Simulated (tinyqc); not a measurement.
Inside a calculation. Method: RHF in the 3-21g basis, for H2, spin multiplicity 1. One step of it, computed by the program tinyqc.

Question. Iteration 1: diagonalisation and new density. Diagonalise F' = X^T F X, C = X C', fill 1 alpha and 1 beta electrons from the bottom; D = 2 C_occ C_occ^T. Each column has its largest component positive (the first on a tie).

Fock matrix F (hartree), lower triangle:
```
           1H 1s      1H 2s      2H 1s      2H 2s
1H 1s   0.188988
1H 2s  -0.416069  -0.291066
2H 1s  -0.378868  -0.393223   0.188988
2H 2s  -0.393223  -0.336476  -0.416069  -0.291066
```

X, lower triangle:
```
           1H 1s      1H 2s      2H 1s     2H 2s
1H 1s   1.243040
1H 2s  -0.481522   1.707763
2H 1s  -0.064603   0.037481   1.243040
2H 2s   0.037481  -0.736995  -0.481522  1.707763
```

Give: F' = X^T F X; orbital energies; coefficients C; D after iteration 1.

Answer.

F' = X^T F X (hartree), lower triangle:
```
         1        2        3       4
1   0.7369
2  -0.6189   0.2756
3  -0.2773  -0.0967   0.7369
4  -0.0967  -0.2067  -0.6189  0.2756
```

orbital energies (hartree): MO1 -0.4775, MO2 0.1623, MO3 1.0059, MO4 1.3343

coefficients C:
```
          MO1      MO2      MO3      MO4
1H 1s  0.2562   0.1703   0.8528  -0.9801
1H 2s  0.3550   1.2821  -0.6661   1.2163
2H 1s  0.2562  -0.1703   0.8528   0.9801
2H 2s  0.3550  -1.2821  -0.6661  -1.2163
```

D after iteration 1, lower triangle:
```
        1H 1s   1H 2s   2H 1s   2H 2s
1H 1s  0.1312
1H 2s  0.1819  0.2521
2H 1s  0.1312  0.1819  0.1312
2H 2s  0.1819  0.2521  0.1819  0.2521
```
